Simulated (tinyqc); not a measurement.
Non-radiative capture by multiphonon emission, one effective mode: one step, computed by the program tinyqc. Command: `OMP_NUM_THREADS=1 python tinyqc.py 3021140 3021141 out.jsonl capture walk`. One thread of a shared host (Intel(R) Xeon(R) Processor @ 2.30GHz), about 0.01 s of CPU time with the checks.

The initial state (free carrier plus empty centre) lies dE above the final state; both have the same frequency and are displaced by dQ.

Task: Scaled coefficient, cross-section and lifetime. Sommerfeld factor of a repulsive centre: s(k) = 2 pi nu/(exp(2 pi nu) - 1), nu = sqrt(Ry*/E), Ry* = Ry m/eps^2, averaged over (2/sqrt(pi)) sqrt(x) exp(-x) dx with x = E/k_B T = t^2 (trapezoid, t to 6 in steps of 0.01). C = s C_0; v = sqrt(3 k_B T/m); sigma = C/v; tau = 1/(C N_t).

Inputs (values chosen for the exercise, with mass, screening and phonons like those of beta-Ga2O3): carrier mass m = 2.92 m_0; dielectric constant eps = 10.3; temperature T = 120 K; defect density N_t = 5e+13 cm^-3.

Centre: repulsive.

C_0 = 1.728995e-07 cm^3/s

Constants: Ry = 13.605693123 eV; k_B = 8.617333262e-05 eV/K; k_B = 1.380649e-23 J/K; m_0 = 9.1093837015e-31 kg.

Give: Sommerfeld factor s; capture coefficient C; thermal velocity v; cross-section sigma; capture time.

Result:

Sommerfeld factor s = 1.3451e-07

capture coefficient C = 2.3256e-14 cm^3/s

thermal velocity v = 4.3227e+06 cm/s

cross-section sigma = 5.3800e-21 cm^2

capture time = 0.85999 s

Caution: the effective Bohr radius is under 10 angstrom, so the effective-mass Sommerfeld factor is rough.
